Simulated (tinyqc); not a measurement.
Schottky barrier on an n-type semiconductor with a doping step, non-linear Poisson equation by Newton steps: one step of the calculation.

One dimension, metal at x = 0, donor density C(x) = N1 for x < x1 and Nd beyond. Energies are counted from the electron Fermi level of the semiconductor and the conduction-band edge is Ec = -psi, so n = Nc exp(psi/Vt); holes follow the Fermi level of the metal, at -V, so p = Nv exp((V - psi - Eg)/Vt). Ends: psi(0) = V - phiB and psi = Vt ln(Nd/Nc) deep inside. Boltzmann statistics, full ionisation, no current, no image force in the Poisson equation.

Problem. Densities, residual and Jacobian diagonal. n_i = Nc exp(psi_i/Vt), p_i = Nv exp((V - psi_i - Eg)/Vt), rho_i = p_i - n_i + C_i, g_i = (n_i + p_i)/Vt. Box widths w_i = (h_(i-1) + h_i)/2 in cm. Residual F_i = a_i (psi_(i+1) - psi_i) - a_(i-1) (psi_i - psi_(i-1)) + q rho_i w_i; Jacobian: a_(i-1) and a_i beside the diagonal, b_i = -a_(i-1) - a_i - q g_i w_i on it. The two end nodes are fixed.

Inputs (values chosen for the exercise); band and dielectric values close to those of germanium: temperature T = 250 K; band gap Eg = 0.652 eV; conduction-band density of states at T Nc = 8.06e18 cm^-3; valence-band density of states at T Nv = 4.61e18 cm^-3; bias of the metal against the semiconductor V = 0.04 V.

Constants: q = 1.602176634e-19 C, kB = 1.380649e-23 J/K, Vt = kB T/q. Results are converted to the units shown.

```
node  x (nm)  psi after iteration 1 (V)  donor density C (cm^-3)
0          0                -0.31000000                   4.4e17
1        7.5                -0.09614091                   4.4e17
2         17                -0.07679848                   4.4e17
3         29                -0.06604145                   4.4e17
4       44.2                -0.06329720                   4.4e17
5       63.5                -0.06451204                   4.4e17
6       87.9                -0.09124711                   8.9e16
7        119                -0.09611827                   8.9e16
8        158                -0.09697546                   8.9e16
9        207                -0.09706817                   8.9e16
10       270                -0.09707496                   8.9e16
```

coupling a_i, interval 0 to 9 (F/cm^2): 1.8770878e-6  1.4819114e-6  1.1731799e-6  9.2619465e-7  7.2943827e-7  5.7697371e-7  4.5267391e-7  3.6097843e-7  2.8730936e-7  2.2346284e-7

Wanted: n; p; residual F; diagonal b.

Solution.

```
node  n (cm^-3)  p (cm^-3)
0     4.5395e12  3.7640e12
1     9.2944e16   1.8384e8
2     2.2811e17   7.4905e7
3     3.7584e17   4.5463e7
4     4.2689e17   4.0026e7
5     4.0349e17   4.2348e7
6     1.1665e17   1.4648e8
7     9.3041e16   1.8365e8
8     8.9412e16   1.9110e8
9     8.9028e16   1.9193e8
10    8.9000e16   1.9199e8
```

```
node  residual F (1e-7 C/cm^2)  diagonal b (F/cm^2)
1                      -3.2550           -3.9465e-6
2                       0.2045           -4.4788e-6
3                       0.0390           -5.9007e-6
4                       0.0019           -7.1322e-6
5                      -0.0176           -7.8630e-6
6                       0.0093           -3.4370e-6
7                      -0.0037           -3.2389e-6
8                      -0.0001           -3.5741e-6
9                       0.0000           -4.2185e-6
```

Numbers from tinyqc (`OMP_NUM_THREADS=1 python tinyqc.py 2020056 2020057 out.jsonl`; about 0.09 s on one thread of a shared Intel Xeon 2.30GHz).
